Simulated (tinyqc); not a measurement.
Epitaxial growth on a vicinal surface: Burton-Cabrera-Frank step flow, step-edge barrier and island nucleation: one step, computed by the program tinyqc.

Adatoms land at rate F, hop on a square grid (a simplification for hexagonal faces), desorb, or join steps. Lengths are in units of a and n is the adatom coverage. Steps ascend at x = 0 and descend at x = l.

Task: Step flow or islands. Island density on a flat surface without desorption: N = 0.25 (F/D)^(i/(i+2)) exp(E_i/((i+2) k_B T)) per site, with E_i = 0 for i = 1; spacing l_n = N^(-1/2). Step flow needs an effective width l_eff = 2 x(peak) below l_n. Temperatures in kelvin are T(C) + 273.15.

Inputs (values chosen for the exercise, close to those used for Si(001)): deposition rate F = 0.25 layers/s; temperature T = 630 C; critical nucleus size i = 1.

D = 1.429639e+08 a^2/s

position of the peak = 2.425613 a

Constants: k_B = 8.617333262e-05 eV/K.

Give: island density N on a flat surface; island spacing l_n; ratio l_eff/l_n.

Result:

island density N on a flat surface = 3.012e-04 per site

island spacing l_n = 57.62 a

ratio l_eff/l_n = 0.08419

Steps capture adatoms before they meet: step flow. Caution: terraces under ten sites wide are at the edge of a continuum description. Caution: the prefactor 0.25 and the criterion are estimates, good to a factor of about two in length.
